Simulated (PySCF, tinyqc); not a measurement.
Orbital energy against energy difference: ionisation energy by orbital energies and by energy differences in the 6-31g basis, for H4, spin multiplicity 1. Computed by the program tinyqc with PySCF. 

Geometry (angstrom):
```
atom,x,y,z
H,0.0000,0.0000,0.0000
H,0.0000,0.0000,0.7960
H,0.0000,1.0450,0.0000
H,0.0000,1.0450,0.7960
```

CCSD(T) difference in the same basis = 10.2976 eV

IP-EOM-CCSD = 10.3232 eV

The cation is unrestricted; errors are against CCSD(T) in this basis, not against experiment.

First vertical ionisation energy (eV):
```
method,-e(HOMO),E(cation) - E,error of -e(HOMO),error of the difference
HF,10.0035,9.536945,-0.2942,-0.7607
LDA,5.1636,10.076774,-5.1340,-0.2209
PBE,5.2313,10.122229,-5.0663,-0.1754
B3LYP,6.4502,10.320197,-3.8474,0.0226
PBE0,6.6382,10.196842,-3.6594,-0.1008
CAM-B3LYP,8.0858,10.278474,-2.2118,-0.0192
LC-wPBE,9.5300,10.283121,-0.7677,-0.0145
```

Koopmans errs by -0.29 eV and Delta-HF by -0.76 eV: relaxation, 0.47 eV, lowers the value and the missing correlation difference works against it. The PBE level is off by -5.1 eV through the wrong tail of its potential, though its energy difference is off by -0.18 eV; exact exchange deepens the level, and among the orbital energies HF comes closest; among the differences LC-wPBE does. The restricted reference is unstable here: a spin-polarised solution lies 0.0002 hartree lower (PySCF), so results built on it describe a poor reference.
